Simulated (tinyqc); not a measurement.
Worked calculation: empirical pseudopotential in a few plane waves. One step of it, computed by the program tinyqc.

Problem. Bloch Hamiltonian at G. Basis: the 15 shortest G (labels in 2 pi/a), the same at every k. H(G,G') = c |k + G|^2 delta + VS(|G-G'|^2) cos((G-G').tau) + i VA sin((G-G').tau), tau = a/8 (1,1,1); 1 Ry = 13.605693 eV.

Parameters chosen for this model: fcc lattice, atoms at +/- a/8 (1,1,1); form factors in rydberg at |G|^2 in units of (2 pi/a)^2:
```
parameter                 value      unit
a                      6.010000  angstrom
VS(3)                 -0.214000        Ry
VS(8)                  0.017000        Ry
VS(11)                 0.041000        Ry
VA(3)                         0        Ry
VA(4)                         0        Ry
VA(11)                        0        Ry
hbar^2/2m (2 pi/a)^2   4.164220        eV
```

k point G (2 pi / a): 0  0  0

Give: H(k) at G.

Solution.

H(k) at G (eV):
```
         +0+0+0   -1-1-1   -1-1+1   -1+1-1   -1+1+1   +1-1-1   +1-1+1   +1+1-1
+0+0+0   0.0000   2.0588  -2.0588  -2.0588  -2.0588  -2.0588  -2.0588  -2.0588
-1-1-1   2.0588  12.4927   0.0000   0.0000  -0.2313   0.0000  -0.2313  -0.2313
-1-1+1  -2.0588   0.0000  12.4927   0.2313   0.0000   0.2313   0.0000   0.0000
-1+1-1  -2.0588   0.0000   0.2313  12.4927   0.0000   0.2313   0.0000   0.0000
-1+1+1  -2.0588  -0.2313   0.0000   0.0000  12.4927   0.0000   0.2313   0.2313
+1-1-1  -2.0588   0.0000   0.2313   0.2313   0.0000  12.4927   0.0000   0.0000
+1-1+1  -2.0588  -0.2313   0.0000   0.0000   0.2313   0.0000  12.4927   0.2313
+1+1-1  -2.0588  -0.2313   0.0000   0.0000   0.2313   0.0000   0.2313  12.4927
+1+1+1   2.0588   0.0000  -0.2313  -0.2313   0.0000  -0.2313   0.0000   0.0000
-2+0+0   0.0000  -2.0588  -2.0588  -2.0588   2.0588   0.3944  -0.3944  -0.3944
+0-2+0   0.0000  -2.0588  -2.0588   0.3944  -0.3944  -2.0588   2.0588  -0.3944
+0+0-2   0.0000  -2.0588   0.3944  -2.0588  -0.3944  -2.0588  -0.3944   2.0588
+0+0+2   0.0000  -0.3944   2.0588  -0.3944  -2.0588  -0.3944  -2.0588   0.3944
+0+2+0   0.0000  -0.3944  -0.3944   2.0588  -2.0588  -0.3944   0.3944  -2.0588
+2+0+0   0.0000  -0.3944  -0.3944  -0.3944   0.3944   2.0588  -2.0588  -2.0588

         +1+1+1   -2+0+0   +0-2+0   +0+0-2   +0+0+2   +0+2+0   +2+0+0
+0+0+0   2.0588   0.0000   0.0000   0.0000   0.0000   0.0000   0.0000
-1-1-1   0.0000  -2.0588  -2.0588  -2.0588  -0.3944  -0.3944  -0.3944
-1-1+1  -0.2313  -2.0588  -2.0588   0.3944   2.0588  -0.3944  -0.3944
-1+1-1  -0.2313  -2.0588   0.3944  -2.0588  -0.3944   2.0588  -0.3944
-1+1+1   0.0000   2.0588  -0.3944  -0.3944  -2.0588  -2.0588   0.3944
+1-1-1  -0.2313   0.3944  -2.0588  -2.0588  -0.3944  -0.3944   2.0588
+1-1+1   0.0000  -0.3944   2.0588  -0.3944  -2.0588   0.3944  -2.0588
+1+1-1   0.0000  -0.3944  -0.3944   2.0588   0.3944  -2.0588  -2.0588
+1+1+1  12.4927  -0.3944  -0.3944  -0.3944  -2.0588  -2.0588  -2.0588
-2+0+0  -0.3944  16.6569   0.2313   0.2313  -0.2313  -0.2313   0.0000
+0-2+0  -0.3944   0.2313  16.6569   0.2313  -0.2313   0.0000  -0.2313
+0+0-2  -0.3944   0.2313   0.2313  16.6569   0.0000  -0.2313  -0.2313
+0+0+2  -2.0588  -0.2313  -0.2313   0.0000  16.6569   0.2313   0.2313
+0+2+0  -2.0588  -0.2313   0.0000  -0.2313   0.2313  16.6569   0.2313
+2+0+0  -2.0588   0.0000  -0.2313  -0.2313   0.2313   0.2313  16.6569
```
